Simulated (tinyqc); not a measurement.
Precursor delivery by bubblers, mass-transport growth and the solid composition of a III-V alloy: one step, computed by the program tinyqc. Command: `OMP_NUM_THREADS=1 python tinyqc.py 3020663 3020664 out.jsonl movpe_thermo walk`. One thread of a shared host (Intel(R) Xeon(R) Processor @ 2.30GHz), about 0.02 s of CPU time with the checks.

1 sccm = 44.615 micromol/min; 1 torr = 133.322 Pa. The sources decompose fully at the surface.

Problem. Bubblers. log10 p_v = a - b/T_bath; molar flow = F x 44.615 x p_v/(p_b - p_v) for a saturated bubbler.

Inputs (values chosen for the exercise, modelled on triethylgallium (source 1) and trimethylindium (source 2) for the vapour pressures):

| quantity | value | unit |
|---|---|---|
| bath temperature T1 | 294 | K |
| bath temperature T2 | 303 | K |
| bubbler pressure p_b | 1000 | torr |
| carrier flow F1 | 45 | sccm |
| carrier flow F2 | 60 | sccm |

constants a, b of source 1 (log10 torr, K): 8.049  2162

constants a, b of source 2 (log10 torr, K): 10.52  3014

Give: vapour pressure 1; molar flow 1; vapour pressure 2; molar flow 2.

Solution.

vapour pressure 1 = 4.957 torr

molar flow 1 = 10.00 micromol/min

vapour pressure 2 = 3.739 torr

molar flow 2 = 10.05 micromol/min

One kelvin of bath error changes flow 1 by 5.8 % and flow 2 by 7.6 %.
